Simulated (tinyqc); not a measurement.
Donor in an ellipsoidal valley (Kohn-Luttinger variational method). From best beta back to longitudinal mass m_l. Computed by tinyqc, a small Python program. Command: `OMP_NUM_THREADS=1 python tinyqc.py 3017138 3017139 out.jsonl kohnlutt inv`. One thread of a shared host (Intel(R) Xeon(R) Processor @ 2.30GHz), about 0.1 s of CPU time with the checks.

H = -(d^2/dx^2 + d^2/dy^2) - gamma d^2/dz^2 - 2/r in units built on m_t, with gamma = m_t/m_l and z along the valley axis. One valley; no valley-orbit or central-cell term.

Inputs (values chosen for the exercise, for a model semiconductor): transverse mass m_t = 0.245 m_0; dielectric constant eps = 11.1.

Constants: Ry = 13.605693123 eV; a_0 = 0.529177210903 angstrom.

Method:
- Ry* = Ry m_t/eps^2, a* = a_0 eps/m_t, gamma = m_t/m_l.
- Trial function exp(-sqrt((x^2 + y^2)/a^2 + z^2/b^2)) with beta = b/a < 1: E = t/a^2 - u/a, t = (2 + gamma/beta^2)/3, u = 2 arcsin(sqrt(1 - beta^2))/sqrt(1 - beta^2); the best a is 2 t/u and E(beta) = -u^2/(4 t).
- Golden-section search on beta from 0.05 to 0.999, 60 steps.

Task: A run gave the result below. Find the longitudinal mass m_l, known to lie between 2.8 and 5.7 m_0.

best beta = 0.4123477

Result:

Each step takes the trial c = (a f_b - b f_a)/(f_b - f_a), f being the result less the target and a, b, c the logarithms of the listed values; c replaces end b, the old b replaces a if the sign of f changed, and otherwise f_a is halved.

Scan of the range:
```
longitudinal mass m_l (m_0)  best beta
2.80                          0.425566
3.15                          0.408613
3.55                          0.392116
3.99                          0.376653
4.50                          0.361388
5.06                          0.347114
5.70                          0.333211
```

False position (Illinois rule, in the logarithm of the input) inside the bracket:
```
step    end a    end b    trial  best beta
1     2.80000  3.15000  3.06931   0.412287
2     2.80000  3.06931  3.06675   0.412406
3     3.06931  3.06675  3.06800   0.412348
4     3.06675  3.06800  3.06800   0.412348
5     3.06800  3.06800  3.06800   0.412348
6     3.06800  3.06800  3.06800   0.412348
7     3.06800  3.06800  3.06800   0.412348
```

Best beta falls at every point of a 13-point scan of the range (every second point is shown), so one value fits; it is bracketed by 2.80 and 3.15. Answer: longitudinal mass m_l = 3.068 m_0.
